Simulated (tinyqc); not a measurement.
Inside a calculation. Method: plane-wave Kohn-Sham cycle with exchange-only LDA in a layered model solid. Computed by tinyqc, a small Python program that keeps every step. Settings: points = 16, plane-wave index or count = 2, electrons = 4, k points = 3, area = 20.0, mixing = 0.1, iteration cap = 78. Command: `OMP_NUM_THREADS=1 python tinyqc.py 27439 27440 out.jsonl` (the two numbers bound the seeds that draw the settings). One thread of a shared host (Intel(R) Xeon(R) Processor @ 2.60GHz), about 0.03 s of CPU time with the checks.

A solid whose potential varies along x alone (atomic units):
```
parameter,value
period a,12.400000
cross-section of the cell,20.000000
electrons per cell,4
grid points,16
"plane waves -n..n, n",2
k points,3
V1 in V1 cos(2 pi x/a),-0.740000
```

Stop when sqrt(dV sum R^2) is below 1e-8, dV = a A/N.

Course of the cycle:
```
iteration,E (hartree),norm of the residual
1,-1.976316,2.34e-01
2,-1.763036,2.06e-01
3,-1.597630,1.80e-01
4,-1.471350,1.56e-01
5,-1.376794,1.34e-01
6,-1.307662,1.14e-01
7,-1.258554,9.56e-02
8,-1.224821,7.89e-02
9,-1.202496,6.44e-02
10,-1.188283,5.19e-02
11,-1.179566,4.17e-02
...,...,...
68,-1.167481,5.16e-05
69,-1.167481,4.65e-05
70,-1.167481,4.19e-05
71,-1.167481,3.77e-05
72,-1.167481,3.40e-05
73,-1.167481,3.06e-05
74,-1.167481,2.76e-05
75,-1.167481,2.49e-05
76,-1.167481,2.24e-05
77,-1.167481,2.02e-05
78,-1.167481,1.82e-05
```

Can the last value be used, and what does the course show?

Not by the stop rule, although the second column moves by less than 1e-07 over the last three steps. Not converged within 78 iterations: the residual falls steadily but slowly, by a factor of about 0.90 a step. Reruns (cap 100 unless said): mixing 0.5, Kerker q0 1.0: converged in 64 (E = -1.16748); mixing 0.3, Pulay depth 5: converged in 13 (E = -1.16748); the original settings with a cap of 400: converged in 151 (E = -1.16748).
